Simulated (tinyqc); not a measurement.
# Q-state Potts model on a small periodic square lattice: enumeration, Metropolis, heat-bath and Wolff steps, step by step

A worked calculation. Computed by tinyqc, a small Python program that keeps every step. Command: `OMP_NUM_THREADS=1 python tinyqc.py 3110022 3110023 out.jsonl potts walk`. One thread of a shared host (Intel(R) Xeon(R) Processor @ 2.30GHz), about 0.09 s of CPU time with the checks. Intermediate numbers are printed to about 7 digits and carried at full precision; extremes and crossings named in words are read from the listed rows.

E = -J x (number of nearest-neighbour bonds with equal states); n x n sites with periodic edges have 2 n^2 bonds. Order parameter m = (q f - 1)/(q - 1), f being the largest share of one state. Sites are numbered row by row from 0. Here q = 3 and n = 3.

Inputs (values chosen for the exercise, for a model of domains or grain orientations): number of states q = 3; edge n = 3; coupling J = 18 meV; temperature T = 343 K; seed = 612245.

Update: heat bath.

Constants: k_B = 8.617333262e-05 eV/K.

## Scales

K = J/(k_B T); the infinite square lattice orders at K_c = ln(1 + sqrt(q)); Wolff bond probability p = 1 - exp(-K).

K = 0.6089835

K_c = 1.005053

T_c of the infinite lattice = 207.8313 K

p = 0.4560965

## Density of states

All q^(n^2) states are counted by their number b of equal bonds; weights g(b) exp(K b), K = J/(k_B T). Per site: u = -J <b>/n^2, c/k_B = K^2 (<b^2> - <b>^2)/n^2.

States by number of equal bonds:
```
b   g(b)   probability
0     12  5.741501e-06
2    540  8.733620e-04
3    936  2.783265e-03
4   3240  1.771340e-02
5   3996  4.016617e-02
6   3348  6.187263e-02
7   3240  1.100871e-01
8   2592  1.619215e-01
9    660  7.580390e-02
10   810  1.710452e-01
11   108  4.193027e-02
12   144  1.027885e-01
14    54  1.302963e-01
18     3  8.271271e-02
```

The most probable level has b = 10 of 18 bonds.

## Exact averages

ln Z = ln sum g(b) exp(K b); entropy per site s/k_B = (ln Z - K <b>)/n^2.

<b> = 10.11936

energy u = -20.23871 meV/site

heat capacity c = 0.5091555 k_B/site

entropy s = 0.9322417 k_B/site

## Order parameter

The same sums with m: <m> and the Binder ratio U = 1 - <m^4>/(3 <m^2>^2).

<m> = 0.5086269

Binder ratio U = 0.3991075

## Eight single-site steps

start states:
```
[[1, 0, 0],
 [0, 2, 0],
 [2, 0, 2]]
```

random numbers, one row a step:
```
[[0.4551, 0.0755, 0.9200],
 [0.5661, 0.7995, 0.9454],
 [0.6131, 0.9945, 0.1317],
 [0.1246, 0.4782, 0.1437],
 [0.9360, 0.3602, 0.6478],
 [0.3071, 0.9728, 0.2887],
 [0.8440, 0.9599, 0.2620],
 [0.6846, 0.8501, 0.4841]]
```

Site = floor(r1 n^2). State c is drawn with probability exp(K k_c)/sum exp(K k), k_c the number of neighbours in state c: the first c whose cumulative probability reaches r2; r3 is not used.

Steps:
```
site  old  neighbours in each state     P(old)     P(new)  new
4       2                     4 0 0  0.0744797  0.8510407    0
5       0                     3 0 1  0.6864669  0.2030782    2
5       2                     3 0 1  0.2030782  0.2030782    2
1       0                     3 1 0  0.6864669  0.6864669    0
8       2                     2 0 2  0.4355721  0.4355721    0
2       0                     2 1 1  0.4789715  0.2605143    2
7       0                     3 0 1  0.6864669  0.2030782    2
6       2                     2 1 1  0.2605143  0.2605143    2
```

states afterwards:
```
[[1, 0, 2],
 [0, 0, 2],
 [2, 2, 0]]
```

## A longer run and its error bar

After 400 updates are discarded, b is recorded for 4000 sweeps of n^2 steps of the update named (random numbers not printed, so these rows are one sample). Records are averaged in blocks; the error is the scatter of block means over sqrt(number of blocks), and the last column its square over that for single records.

Blocking:
```
block length   mean b      error  variance ratio
1             10.0305  0.0541041        1.000000
4             10.0305  0.0774811        2.050841
16            10.0305  0.0956740        3.127003
40            10.0305  0.0957708        3.133332
100           10.0305  0.1004368        3.446088
```

The run gives 10.030 +/- 0.096 (blocks of 40) against the exact 10.119, a difference of 0.9 error bars. Single records understate the error by a factor of about 1.8, because successive records are correlated.

## Across the transition

m and U = 1 - <m^4>/(3 <m^2>^2) from the same sums; K = K_c T_c/T.

Exact values for this lattice:
```
T/T_c  share of equal bonds  c (k_B/site)        <m>          U
0.50              0.9986014      0.047186  0.9989094  0.6664442
0.70              0.9829931      0.322418  0.9854439  0.6630940
0.85              0.9438060      0.752337  0.9476631  0.6516933
0.95              0.8986676      1.051495  0.9008335  0.6352913
1.00              0.8710611      1.162000  0.8711112  0.6237668
1.10              0.8101633      1.256831  0.8034619  0.5942409
1.25              0.7198367      1.122554  0.6990915  0.5385505
1.50              0.6069770      0.699232  0.5635494  0.4443145
2.00              0.4979089      0.265390  0.4296334  0.3313765
3.00              0.4256935      0.079715  0.3438745  0.2697601
```

c is largest, 1.26 k_B, at T/T_c = 1.1: on so small a lattice the transition is a broad bump. At T_c the infinite lattice has a share (1 + 1/sqrt(q))/2 = 0.789 of equal bonds, against 0.871 here. <m> stays at 0.34 at 3 T_c, since the largest share among 9 sites always exceeds 1/q on average.

Checks made by the program: number of states (relative difference below 1e-10).
